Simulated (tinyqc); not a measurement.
# AlGaN/GaN HEMT with access regions, lumped model: what changes with what

A polarisation-induced electron sheet under a Schottky gate, in series with two ungated access regions and contacts. Drift law v = mu E/(1 + mu E/vs) under the gate. Currents in mA/mm, resistances in ohm mm. No self-heating, no channel-length modulation; fits for polarisation, barrier and offset are chosen for the exercise.

Values chosen for this exercise; values close to those of AlGaN/GaN structures:
- x = 0.27 (aluminium share of the barrier)
- d = 20 nm (barrier thickness)
- eps_r = 9.2 (relative permittivity of barrier and channel)
- mu = 1500 cm^2/(V s) (channel mobility)
- vs = 1.2e7 cm/s (saturation velocity)
- Lg = 0.5 um (gate length)
- Ls = 0.5 um (source access length)
- Ld = 2 um (drain access length)
- Rc = 0.38 ohm mm (resistance of each contact)
- ft = 0 (share of the drain-access electrons removed by traps)
- Vg = -1 V (gate voltage)
- Ec = 2.5 MV/cm (critical field)
- te = 0.26 um (depth over which the depleted charge spreads)
- ei = 7 (relative permittivity of that insulator)

Constants: q = 1.602176634e-19 C, eps0 = 8.8541878128e-14 F/cm where lengths are in cm. Results are converted to the units shown.

Each table varies one quantity; the others keep the values above.

## Effect of the share of the drain-access electrons removed by traps

sigma = (5e13 x + 1.6e13 x^2) cm^-2, phiB = 0.84 + 1.3 x, dEc = 0.7 (1.71 x + x^2) in volts, Cb = eps0 eps_r/d, VT = phiB - dEc - q sigma/Cb, access density n0 = -Cb VT/q. Access resistance R(L, n) = L/(q mu n sqrt(1 - (I/(q n vs))^2)); Rs = Rc + R(Ls, n0), Rd = Rc + R(Ld, (1 - ft) n0). Vg' = Vg - I Rs, Vd' = Vd - I (Rs + Rd); with u = Vg' - VT, Vc = vs Lg/mu and w the smaller of Vd' and Vc [sqrt(1 + 2 u/Vc) - 1] (0 if negative), the channel gives (mu Cb/Lg)(u w - w^2/2)/(1 + w/Vc). I equals that channel current. Isat is I at Vd = 10 V, gm = dIsat/dVg, Ron the limit of Vd/I at small Vd.

The same in every row: VT (V) = -4.953; n0 (cm^-2) = 1.259e13.

Effect of the share of the drain-access electrons removed by traps:

| ft | Ron (ohm mm) | Isat (mA/mm) | gm (mS/mm) |
|---|---|---|---|
| 0 | 1.793 | 1020 | 304.8 |
| 0.1 | 1.867 | 1020 | 304.8 |
| 0.2 | 1.959 | 1020 | 304.8 |
| 0.3 | 2.077 | 1020 | 304.8 |
| 0.4 | 2.234 | 1020 | 304.8 |
| 0.5 | 2.454 | 1020 | 304.8 |
| 0.6 | 2.785 | 951.2 | 3.404 |
| 0.7 | 3.336 | 715.0 | 0.4027 |

As ft goes from 0 to 0.7, Ron rises from 1.79 to 3.34 ohm mm, Isat falls from 1020 to 715 mA/mm and gm falls from 305 to 0.403 mS/mm. The ceiling Cb vs is 489 mS/mm. In every row the power passes 5 W/mm, where self-heating, left out here, lowers the current. For ft = 0.6 to 0.7 the gated channel is not yet saturated at 10 V, because the access regions take the voltage, and gm drops.

## Effect of the gate length

Same model as above.

The same in every row: VT (V) = -4.953; n0 (cm^-2) = 1.259e13.

Effect of the gate length:

| Lg (um) | Ron (ohm mm) | Isat (mA/mm) | gm (mS/mm) |
|---|---|---|---|
| 0.05 | 1.607 | 1329 | 346.7 |
| 0.09 | 1.624 | 1275 | 340.7 |
| 0.16 | 1.653 | 1207 | 332.3 |
| 0.29 | 1.706 | 1119 | 320.1 |
| 0.52 | 1.802 | 1012 | 303.5 |
| 0.93 | 1.971 | 887.0 | 281.1 |
| 1.7 | 2.290 | 739.9 | 250.7 |
| 3 | 2.829 | 592.9 | 215.4 |

Read the table: what changes, and by how much?

As Lg goes from 0.05 to 3 um, Ron rises from 1.61 to 2.83 ohm mm, Isat falls from 1330 to 593 mA/mm and gm falls from 347 to 215 mS/mm. The ceiling Cb vs is 489 mS/mm. In every row the power passes 5 W/mm, where self-heating, left out here, lowers the current.

## Field plate: effect of the insulator under the field plate

Off state: a depleted stretch that holds the voltage V has the peak field sqrt(k V), k = 2 q n0/(eps0 eps_r te), so one edge holds V1 = Ec^2/k. The sheet under the plate pinches off at Vf = q n0 (1/Cb + tf/(eps0 ei)); beyond it the gate edge is screened. BV = V1 if Vf >= V1, else Vf + V1, and at most Ec Ld.

The same in every row: V1 (V) = 32.81; Ec Ld (V) = 500.0.

Field plate: effect of the insulator under the field plate:

| tf (nm) | Vf (V) | BV (V) |
|---|---|---|
| 8.6 | 7.751 | 40.56 |
| 13 | 9.183 | 41.99 |
| 19 | 11.14 | 43.95 |
| 28 | 14.07 | 46.88 |
| 42 | 18.62 | 51.43 |
| 62 | 25.13 | 57.94 |
| 92 | 34.89 | 32.81 |
| 140 | 50.52 | 32.81 |

What does the comparison show?

BV goes from 40.6 through a maximum of 57.9 (at tf = 62 nm among the rows listed) to 32.8 V. The plate helps (Vf < V1) in 6 of the 8 rows, and the access length caps BV in 0. The best thickness makes Vf just under V1, tf = 85.6 nm, where both edges reach Ec together and BV nears 2 V1.

Program tinyqc, `OMP_NUM_THREADS=1 python tinyqc.py 2570164 2570165 out.jsonl`; Intel Xeon 2.30GHz, shared host, one thread, about 0.03 s.
